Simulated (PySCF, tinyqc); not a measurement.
Inside a calculation. Method: CCD on RHF in the sto-6g basis, frozen core, for BeH+, spin multiplicity 1. The lowest restricted solution is unstable here: a spin-polarised one lies 0.0280 hartree lower (PySCF). One step of it, computed by the program tinyqc.

Task: CCD: starting amplitudes. t_ij^ab = <ij||ab> / (e_i + e_j - e_a - e_b), whose energy is MP2.

orbital energies (hartree): MO1 -5.040346, MO2 -0.611878, MO3 -0.249589, MO4 -0.116468, MO5 -0.116468, MO6 0.024241

Two-electron integrals over orbitals (pq|rs), unique and non-zero (hartree); the lowest 1 orbital is frozen and left out:
```
(22|22) 0.423697    (32|22) -0.059397   (32|32) 0.084332    (33|22) 0.335534
(33|32) 0.020892    (33|33) 0.400802    (42|42) 0.047948    (43|42) 0.036932
(43|43) 0.045664    (44|22) 0.341835    (44|32) 0.055805    (44|33) 0.365500
(44|44) 0.450117    (52|52) 0.047948    (53|52) 0.036932    (53|53) 0.045664
(54|54) 0.024258    (55|22) 0.341835    (55|32) 0.055805    (55|33) 0.365500
(55|44) 0.401601    (55|55) 0.450117    (62|22) -0.004353   (62|32) 0.060505
(62|33) -0.010671   (62|44) 0.070106    (62|55) 0.070106    (62|62) 0.110011
(63|22) 0.056340    (63|32) -0.082061   (63|33) -0.034967   (63|44) -0.048096
(63|55) -0.048096   (63|62) -0.062050   (63|63) 0.098756    (64|42) 0.021766
(64|43) 0.003937    (64|64) 0.020923    (65|52) 0.021766    (65|53) 0.003937
(65|65) 0.020923    (66|22) 0.428832    (66|32) -0.058961   (66|33) 0.365797
(66|44) 0.348873    (66|55) 0.348873    (66|62) -0.019257   (66|63) 0.051185
(66|66) 0.458137
```

Give: Starting amplitudes; correlation energy.

Result:

Starting amplitudes (spin orbitals 1a, 1b, ...; amplitudes related by a flip of all spins are not repeated):
```
from      to        t
2a 2b  3a 3b  -0.1164
2a 2b  6a 6b  -0.0865
2a 2b  3a 6b  -0.0606
2a 2b  4a 4b  -0.0484
2a 2b  5a 5b  -0.0484
```

correlation energy = -0.031302 hartree
